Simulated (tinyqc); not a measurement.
Trap-assisted generation and recombination current of an abrupt junction. From one set of inputs to another, one input at a time. Computed by tinyqc, a small Python program. Command: `OMP_NUM_THREADS=1 python tinyqc.py 3000409 3000410 out.jsonl junctionleak ladder`. One thread of a shared host (Intel(R) Xeon(R) Processor @ 2.30GHz), about 0.05 s of CPU time with the checks.

Depletion approximation, flat quasi-Fermi levels across the depleted layer, long neutral regions with minority lifetimes tau_n and tau_p, full ionisation and Boltzmann statistics. Voltages in exponents stand for e V.

The inputs printed are set A. Inputs not listed in the table keep their values of set A, so the rows need not describe a real material.

Inputs (values chosen for the exercise, for a model semiconductor): gap E_g = 1.43 eV; electron mass m_e = 0.0743 m_0; valleys M_c = 1; hole mass m_h = 0.621 m_0; dielectric constant eps = 14.7; acceptor density N_A = 2.3e+17 cm^-3; donor density N_D = 4.9e+17 cm^-3; capture time tau_n = 4e-06 s; capture time tau_p = 2.1e-09 s; trap level E_t - E_i = -0.12 eV; electron diffusion coefficient D_n = 44 cm^2/s; hole diffusion coefficient D_p = 1.2 cm^2/s; forward bias V = 0.74 V; reverse bias V_r = 5.5 V; temperature T = 400 K; tunnelling mass m_t = 0.097 m_0.

Field enhancement: Hurkx tunnelling factor.

Constants: k_B = 8.617333262e-05 eV/K; m_0 = 9.1093837015e-31 kg; k_B = 1.380649e-23 J/K; h = 6.62607015e-34 J s; e = 1.602176634e-19 C; eps_0 = 8.8541878128e-12 F/m; hbar = 1.054571817e-34 J s.

Method:
- N_c = 2 M_c (2 pi m_e k_B T/h^2)^(3/2) and N_v = 2 (2 pi m_h k_B T/h^2)^(3/2), masses in units of m_0.
- n_i = sqrt(N_c N_v) exp(-E_g/2 k_B T); V_bi = (k_B T/e) ln(N_A N_D/n_i^2); diffusion saturation current J_d0 = e n_i^2 [sqrt(D_n/tau_n)/N_A + sqrt(D_p/tau_p)/N_D].
- W = sqrt(2 eps eps_0 (V_bi - V)(1/N_A + 1/N_D)/e), x_p = W N_D/(N_A + N_D), x_n = W - x_p, peak field F_m = 2 (V_bi - V)/W; reverse bias means V = -V_r.
- Both capture times are divided by 1 + Gamma, Gamma = 2 sqrt(3 pi) (F/F_G) exp((F/F_G)^2), F_G = sqrt(24 m_t (k_B T)^3)/(e hbar) (the low-field Hurkx form), F being the local field, linear in x from 0 at the edges to F_m.
- Potential from the p edge: phi = (V_bi - V) x^2/(x_p W) on the p side and (V_bi - V)[1 - (W - x)^2/(x_n W)] on the n side; p = N_A exp(-phi/k_B T), n = n_i^2 exp(V/k_B T)/p; U = (n p - n_i^2)/[tau_p (n + n_i exp(dE/k_B T)) + tau_n (p + n_i exp(-dE/k_B T))], dE = E_t - E_i, n1 = n_i exp(dE/k_B T), p1 = n_i exp(-dE/k_B T); J_t = e int U dx by the trapezoid rule on 400 intervals on each side.
- Generation lifetime tau_g = tau_p exp(dE/k_B T) + tau_n exp(-dE/k_B T); textbook estimate e n_i W/tau_g; generation current J_g = -J_t; total = J_g + J_d0 (1 - exp(-V_r/k_B T)).
- Total J = J_t + J_d0 (exp(V/k_B T) - 1); ideality n = (e/k_B T) dV/d ln J, central difference of 1 mV.

Each row keeps all changes above it:
```
input moved                      from       to  generation current (A/cm^2)  total forward current (A/cm^2)  ideality factor
set A                               -        -                    1.852e-09                       7.556e-04            1.413
forward bias V (V)               0.74     0.48                    1.852e-09                       7.636e-06            1.567
donor density N_D (cm^-3)     4.9e+17  4.8e+17                    1.836e-09                       7.637e-06            1.567
gap E_g (eV)                     1.43     1.53                    4.427e-10                       1.775e-06            1.584
tunnelling mass m_t (m_0)       0.097     0.14                    2.477e-10                       1.458e-06            1.575
acceptor density N_A (cm^-3)  2.3e+17  6.4e+15                    2.008e-10                       3.440e-06            1.527
trap level E_t - E_i (eV)       -0.12   -0.071                    8.148e-10                       4.333e-06            1.762
capture time tau_n (s)          4e-06  8.4e-06                    3.894e-10                       2.850e-06            1.713
```

Which inputs carry the difference?

Generation current goes from 1.85e-9 to 3.89e-10, a factor 0.210 in all. The largest single move comes from gap E_g (a factor 0.241), and trap level E_t - E_i works against it (a factor 4.06). Total forward current goes from 7.56e-4 to 2.85e-6, a factor 0.00377 in all. The largest single move comes from forward bias V (a factor 0.0101), and acceptor density N_A works against it (a factor 2.36). Ideality factor goes from 1.41 to 1.71, a factor 1.21 in all. The largest single move comes from trap level E_t - E_i (a factor 1.15), and acceptor density N_A works against it (a factor 0.969). The single moves hold for this order of the switches; the total does not depend on the order.

Caution (all rows): one side is doped near or above its effective density of states, so Boltzmann statistics understate V_bi. Caution (rows set A, forward bias V, donor density N_D): at such a field avalanche multiplication or band-to-band tunnelling, left out here, may dominate the reverse current.

Extremes, crossings and ranges named in words are read from the listed rows.
